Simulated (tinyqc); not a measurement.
Short-channel transistor, virtual-source model with series resistance: two steps of the calculation.

The current per gate width is the charge at the top of the source barrier (the virtual source) times its velocity times a saturation function; al and be are fitting constants of the model. Units: I in uA/um, Rs in ohm um, so I Rs = 1e-6 I Rs in volts; Q in uC/cm^2, so I = 1e-4 Q vx0 Fsat with vx0 in cm/s.

Parameters, values chosen for the exercise: temperature T = 350 K; inversion capacitance Cinv = 2.1 uF/cm^2; velocity at the virtual source vx0 = 1.53e7 cm/s; apparent mobility mu = 300 cm^2/(V s); channel length L = 90 nm; threshold at zero drain voltage VT0 = 0.39 V; drain-induced barrier lowering dl = 0.088 V/V; subthreshold factor n0 = 1.2; growth of n with drain voltage nd = 0.1 1/V; threshold shift (in units of Vt) from weak to strong inversion al = 3.5; sharpness of saturation be = 2; series resistance of each contact Rs = 50 ohm um; gate voltage Vgs = 0.8 V; drain voltage Vds = 0.05 V.

Constants: q = 1.602176634e-19 C, kB = 1.380649e-23 J/K, Vt = kB T/q. Results are converted to the units shown.

Task 1. Current through the series resistance. Intrinsic voltages Vg' = Vgs - I Rs, Vd' = Vds - 2 I Rs. n = n0 + nd Vd', VT = VT0 - dl Vd', Ff = 1/(1 + exp((Vg' - VT + al Vt/2)/(al Vt))), Q = Cinv n Vt ln(1 + exp((Vg' - VT + al Vt Ff)/(n Vt))), Vdsat = (vx0 L/mu)(1 - Ff) + Vt Ff, Fsat = u/(1 + u^be)^(1/be) with u = Vd'/Vdsat, and I(out) = Q vx0 Fsat per width. (Fsat takes the sign of u.) I(new) = I + 0.3 (I(out) - I).

I after iteration 2 = 70.528204 uA/um

Find: Vg'; Vd'; VT; Ff; Q; Vdsat; Fsat; I(out); I after iteration 3.

Result 1.

Vg' = 0.79647 V
Vd' = 0.042947 V
VT = 0.38622 V
Ff = 0.012293
Q = 0.86426 uC/cm^2
Vdsat = 0.45373 V
Fsat = 0.094233
I(out) = 124.61 uA/um
I after iteration 3 = 86.751 uA/um

Task 2. What the series resistance costs. n = n0 + nd Vd', VT = VT0 - dl Vd', Ff = 1/(1 + exp((Vg' - VT + al Vt/2)/(al Vt))), Q = Cinv n Vt ln(1 + exp((Vg' - VT + al Vt Ff)/(n Vt))), Vdsat = (vx0 L/mu)(1 - Ff) + Vt Ff, Fsat = u/(1 + u^be)^(1/be) with u = Vd'/Vdsat, and I = Q vx0 Fsat per width. I0 is the current for Rs = 0. Effective velocity I/Q; transit time L Q/I.

converged I = 112.02707 uA/um
I0 = 146.21787 uA/um

Wanted: loss against I0; effective velocity; transit time.

Result 2.

loss against I0 = 23.383 %
effective velocity = 1.3039e6 cm/s
transit time = 6.9026 ps

Computed by the program tinyqc: `OMP_NUM_THREADS=1 python tinyqc.py 2380011 2380012 out.jsonl`, one thread of a shared Intel Xeon 2.30GHz, about 0.01 s for the whole run.
